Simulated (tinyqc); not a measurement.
Hubbard ring of 3 sites, step by step. Computed by tinyqc, a small Python program that keeps every step. Settings: hopping = 1.16, U = 5.1, mixing = 1, iteration cap = 85. Command: `OMP_NUM_THREADS=1 python tinyqc.py 20527 20528 out.jsonl` (the two numbers bound the seeds that draw the settings). One thread of a shared host (Intel(R) Xeon(R) Processor @ 2.60GHz), about 0.3 s of CPU time with the checks. Later iterations appear only in the table of the cycle.

## Mean-field iteration 1

one-body matrix (hopping and site energies) (eV), lower triangle:
```
         1        2       3
1   0.0000
2  -1.1600   0.0000
3  -1.1600  -1.1600  0.0000
```

U = 5.1000 eV

electrons, up and down: 2  1

mixing = 1

n(up) at the start (a guess, not normalised): 1 0.6670, 2 0.6670, 3 0.6670

n(down) at the start (a guess): 1 0.3330, 2 0.3330, 3 0.3330

H(up) = T + U n(down), H(down) = T + U n(up); fill the lowest levels; n(new) = n + mixing (n(out) - n); E = tr T (rho up + rho down) + U sum n_up n_down of the output.

levels, up (eV): -0.6217  2.8583  2.8583

levels, down (eV): 1.0817  4.5617  4.5617

energy = -0.0800 eV

n(up) after iteration 1: 1 1.0000, 2 0.5000, 3 0.5000

n(down) after iteration 1: 1 0.3333, 2 0.3333, 3 0.3333

The highest filled level is degenerate with an empty one, so which vector is filled is an arbitrary choice.

## Mean-field iteration 2

As before.

levels, up (eV): -0.6200  2.8600  2.8600

levels, down (eV): 0.7687  3.7100  5.7213

energy = -0.2562 eV

n(up) after iteration 2: 1 0.9150, 2 0.3500, 3 0.7350

n(down) after iteration 2: 1 0.1255, 2 0.4373, 3 0.4373

The highest filled level is degenerate with an empty one, so which vector is filled is an arbitrary choice.

## Convergence

Each step fills the lowest levels of T + U n(other spin) and sets n(new) = n + mixing (n(out) - n); stop when output and input agree to 1e-8.

Course of the cycle:
```
iteration     E (eV)  largest |n(out) - n(in)|  mean |n_up - n_down|
1          -0.080000                  3.33e-01                0.3333
2          -0.256231                  2.35e-01                0.3915
3          -0.178875                  2.42e-01                0.4480
4          -0.085807                  4.28e-01                0.5416
5           0.191806                  4.28e-01                0.5576
6           0.029283                  4.59e-01                0.5703
7           0.252511                  4.59e-01                0.5702
8           0.040577                  4.61e-01                0.5727
9           0.257133                  4.61e-01                0.5712
10          0.041402                  4.61e-01                0.5729
11          0.257465                  4.61e-01                0.5713
...              ...                       ...                   ...
75          2.474792                  8.83e-01                0.3333
76          2.474792                  8.83e-01                0.3333
77          2.474792                  8.83e-01                0.3333
78          2.474792                  8.83e-01                0.3333
79          2.474792                  8.83e-01                0.3333
80          2.474792                  8.83e-01                0.3333
81          2.474792                  8.83e-01                0.3333
82          2.474792                  8.83e-01                0.3333
83          2.474792                  8.83e-01                0.3333
84          2.474792                  8.83e-01                0.3333
85          2.474792                  8.83e-01                0.3333
```

Not converged within 85 iterations: the residual has stopped falling. The lowest mean-field energy found from random starts is -1.06207 eV. Reruns (cap 100 unless said): mixing 0.2: not converged; mixing 0.5: converged in 45 (E = -1.06207); mixing 0.9: not converged; the original settings with a cap of 400: not converged.

## The many-body Hamiltonian

Basis: all placements (u, d, 2, 0 on each site), up operators ordered before down ones; hops carry the sign of the same-spin electrons passed.

H (eV), lower triangle:
```
         2u0      u20      uud      20u      udu      u02      duu      02u
2u0   5.1000
u20  -1.1600   5.1000
uud  -1.1600  -1.1600   0.0000
20u  -1.1600   0.0000   0.0000   5.1000
udu   0.0000  -1.1600   0.0000  -1.1600   0.0000
u02   0.0000   0.0000  -1.1600  -1.1600  -1.1600   5.1000
duu   1.1600   0.0000   0.0000  -1.1600   0.0000   0.0000   0.0000
02u   0.0000   1.1600   0.0000   0.0000  -1.1600   0.0000  -1.1600   5.1000
0u2   0.0000   0.0000   1.1600   0.0000   0.0000  -1.1600  -1.1600  -1.1600

        0u2
0u2  5.1000
```

## Exact diagonalisation (9 states)

Lowest levels of the sector, and the double occupancy of the lowest state.

lowest levels (eV): -1.3788  -1.3788  0.0000  3.8781  3.8781  5.1000

double occupancy per site = 0.0684

## The lowest level by Lanczos steps

From a random start vector (not printed): a_j = <q_j|H|q_j>, b_j = norm of the remainder after orthogonalising; the Ritz value is the lowest eigenvalue of the tridiagonal matrix of a and b so far.

Lanczos:
```
j  a_j (eV)  b_j (eV)  lowest Ritz value (eV)
1    2.7482    3.8987                2.748186
2    3.0721    2.1223               -0.991907
3    4.6501    0.7431               -1.368493
4    3.6551    2.0476               -1.375361
5    1.1745         0               -1.378763
```
